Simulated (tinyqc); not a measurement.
Inside a calculation: standing waves and exposure in a photoresist film. Values are carried at full precision from step to step, so a last printed digit may differ when a step is redone from the rounded ones.

Normal incidence from air. Unexposed resist: N1 = n1 + i k1 with k1 = (A + B) lam/(4 pi), lam in micrometres. r01 = (1 - N1)/(1 + N1), t01 = 2/(1 + N1). Substrate Ns = ns + i ks: r12 = (N1 - Ns)/(N1 + Ns). With p = exp(2 pi i N1 d/lam), the field at depth z is E(z) = t01 [exp(2 pi i N1 z/lam) + r12 p^2 exp(-2 pi i N1 z/lam)]/(1 + r01 r12 p^2), the relative intensity I(z) = n1 |E(z)|^2 and the reflectance R = |(r01 + r12 p^2)/(1 + r01 r12 p^2)|^2.

Parameters, chosen for this exercise (a resist on Si, indices near tabulated ones; shifted at random, so the results belong to these values and not to a real crystal):
```
symbol  value  unit          meaning
lam     365    nm            vacuum wavelength
n1      1.725                resist index
A       0.68   1/micrometre  bleachable absorption (Dill A)
B       0.06   1/micrometre  fixed absorption (Dill B)
d       628    nm            resist thickness
ns      6.425                substrate n
ks      2.677                substrate k
C       0.017  cm^2/mJ       exposure rate (Dill C)
D       80     mJ/cm^2       incident dose
Ld      10     nm            diffusion length of the post-exposure bake
```

## Interface coefficients

Form N1, r01, t01 and r12.

N1 = 1.72500+0.02149i
r01 = -0.2661-0.0058i
t01 = 0.7339-0.0058i
r12 = -0.6169-0.1216i
|r12|^2 = 0.3954

Next to the bottom the intensity swings by a factor ((1 + |r12|)/(1 - |r12|))^2 = 19.3 between antinode and node.

## Round trip and reflectance

Form p^2, the denominator and R; the period of the standing wave is lam/(2 n1).

p^2 = 0.5780-0.2463i
1 + r01 r12 p^2 = 1.1033-0.0195i
R = 0.3545
period = 105.80 nm

The film holds 5.94 periods.

## Intensity and exposure over the lowest period

Nine depths from d - period to d. Without bleaching during the exposure the share of unexposed compound is m = exp(-C D I).

Profile:
```
z (nm)      I      m
522.2   0.102  0.870
535.4   0.190  0.773
548.7   0.571  0.460
561.9   1.020  0.250
575.1   1.272  0.177
588.3   1.178  0.201
601.6   0.791  0.341
614.8   0.336  0.633
628.0   0.077  0.900
```

I runs from 0.077 to 1.272 on these points, so m runs from 0.177 to 0.900; the least exposed point listed lies 0.0 nm above the bottom.

## Smoothing by the bake

Gaussian diffusion of length Ld multiplies a cosine of period L by exp(-2 pi^2 Ld^2/L^2). Give that factor, and the Ld that leaves 10 %.

factor = 0.838
Ld for 10 % = 36.13 nm

## Checks

- R against the transfer-matrix product: both 0.35452.
- Absorption (A + B) d times the mean of I against 1 - R - T: both 0.357.

Computed by tinyqc, a small Python program: `OMP_NUM_THREADS=1 python tinyqc.py 1682530 1682531 out.jsonl` (the numbers bound the seed that draws the inputs); one thread of a shared host (Intel(R) Xeon(R) Processor @ 2.30GHz), about 0.01 s for the whole set of steps.
